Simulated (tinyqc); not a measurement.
Donor binding, ionisation and the Mott limit: ionisation against doping.

Hydrogenic donor: Ry = (m0 q^3/(8 eps0^2 h^2)) me/eps_r^2 in eV, E0 = cc Ry, radius a = q/(8 pi eps0 eps_r E0), Mott density Nm = (0.26/a)^3. Below Nm the level sinks as Ed = E0 [1 - (N/Nm)^(1/3)]. Neutrality: Nc F12(eta) = N/(1 + 2 exp(eta + Ed/kB T)), F12(x) = (2/sqrt(pi)) int_0^infinity sqrt(u)/(1 + exp(u - x)) du.

The neutrality equation is solved with F12 in each row.

Values chosen for this exercise; band and dielectric values close to those of gallium nitride:
```
symbol,value,unit,meaning
T,300,K,temperature
eps_r,9.54,,relative permittivity
me,0.202,m0,"mass in the hydrogenic formula, set independently of Nc"
Nc,2.35e18,cm^-3,conduction-band density of states at 300 K
cc,1.4,,ratio of the true binding energy to the hydrogenic one
```

Constants: q = 1.602176634e-19 C, kB = 1.380649e-23 J/K, eps0 = 8.8541878128e-12 F/m, h = 6.62607015e-34 J s, m0 = 9.1093837015e-31 kg, Vt = kB T/q. Results are converted to the units shown.

Results:
```
N (cm^-3)      N/Nm  Ed (meV)  ionised (%)  ionised with Ed = E0 (%)
2e15       6.473e-4     38.62        99.25                     99.14
5.5e15     0.001780     37.15        98.10                     97.71
1.5e16     0.004855     35.12        95.46                     94.18
4.1e16      0.01327     32.27        90.08                     86.52
1.1e17      0.03560     28.37        81.24                     73.63
8.4e17       0.2719     14.89        56.47                     39.58
2.3e18       0.7444     3.961        45.30                     25.96
```

Estimate the missing row, N = 3.1e17 cm^-3.

Computed row:
```
N (cm^-3)    N/Nm  Ed (meV)  ionised (%)  ionised with Ed = E0 (%)
3.1e17     0.1003     22.63        68.93                     56.16
```

With this row back in the table: The ionised share falls from 99.3 to 45.3 %, against 99.1 to 26.0 % for a fixed level: a higher density raises EF against the level, which fills more donors, while the sinking Ed works the other way.

Range of the model: A sharp level with degeneracy 2 overstates freeze-out near Nm, where the impurity band broadens and merges with the conduction band.

Program tinyqc, `OMP_NUM_THREADS=1 python tinyqc.py 2330041 2330042 out.jsonl`; Intel Xeon 2.30GHz, shared host, one thread, about 0.01 s.
